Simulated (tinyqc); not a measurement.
# Inputs raised by 10 %, one at a time

Model: Stillinger-Weber potential for a tetrahedral semiconductor. Computed by tinyqc, a small Python program. Command: `OMP_NUM_THREADS=1 python tinyqc.py 3006163 3006164 out.jsonl swsi sens`. One thread of a shared host (Intel(R) Xeon(R) Processor @ 2.30GHz), about 0.07 s of CPU time with the checks.

With x = r/sigma: pair term eps A (B x^-4 - 1) exp(1/(x - a)); for each pair of neighbours j, k of atom i, three-body term eps lambda exp(gamma/(x_ij - a) + gamma/(x_ik - a)) (cos theta_jik + 1/3)^2; both vanish beyond x = a. A = 7.049556277, B = 0.6022245584, a = 1.8.

Inputs (values chosen for the exercise, modelled on silicon): energy scale eps = 2.26 eV; length scale sigma = 2.099 angstrom; three-body strength lambda = 20; gamma = 1.3.

Constants: 1 eV/angstrom^3 = 160.2176634 GPa.

Method. All angles are tetrahedral, so only the pair term acts; its minimum lies at x = 2^(1/6) with depth eps, and second neighbours lie beyond the cut-off. a0 = 4 d/sqrt3; E = -2 eps per atom. Second derivatives of the energy per atom, volume a0^3/8: e_xx gives C11, e_xx = -e_yy gives 2 (C11 - C12), e_xy = e_yx = h/2 gives the unrelaxed C44(0). Under that shear the second sublattice shifts by u_z; minimising over u_z gives C44 = C44(0) - E_hu^2/(E_uu V) and Kleinman's zeta = |E_hu/E_uu|/(a0/4). The optical force constant is k = 4 E_uu, with M omega^2 = k at the zone centre.

Runs:
```
input moved                     from      to  C11 (GPa)  C12 (GPa)  internal strain zeta  optical force constant k (eV/angstrom^2)
base run                           -       -     141.87     86.753               0.71654                                    35.215
energy scale eps (eV)           2.26   2.486     156.05     95.428               0.71654                                    38.737
length scale sigma (angstrom)  2.099  2.3089     106.59     65.179               0.71654                                    29.104
three-body strength lambda        20      22     145.54     84.916               0.69397                                    35.881
gamma                            1.3    1.43     130.16     92.608               0.79450                                    33.094
```

Exponents ln(y'/y) / ln(x'/x):
```
input                          C11     C12  internal strain zeta  optical force constant k
energy scale eps             1.000   1.000                 0.000                     1.000
length scale sigma          -3.000  -3.000                 0.000                    -2.000
three-body strength lambda   0.268  -0.225                -0.336                     0.196
gamma                       -0.904   0.685                 1.084                    -0.652
```

Which inputs matter most for each result?

Among the inputs moved here: C11 answers most in size to length scale sigma (exponent -3.000), next to energy scale eps (+1.000). Its exponent +1.000 in energy scale eps: eps sets the scale. Its exponent -3.000 in length scale sigma: energy over volume. C12 answers most in size to length scale sigma (exponent -3.000), next to energy scale eps (+1.000). Internal strain zeta answers most in size to gamma (exponent +1.084), next to three-body strength lambda (-0.336); its exponent is below 0.0005 for energy scale eps, length scale sigma. Its exponent 0.000 in energy scale eps: zeta depends only on the ratio of bending to stretching stiffness. Optical force constant k answers most in size to length scale sigma (exponent -2.000), next to energy scale eps (+1.000). Its exponent -2.000 in length scale sigma: energy over length squared.

Caution (all rows): the original fit to silicon is too soft in shear (C44) and too stiff for the optical mode.
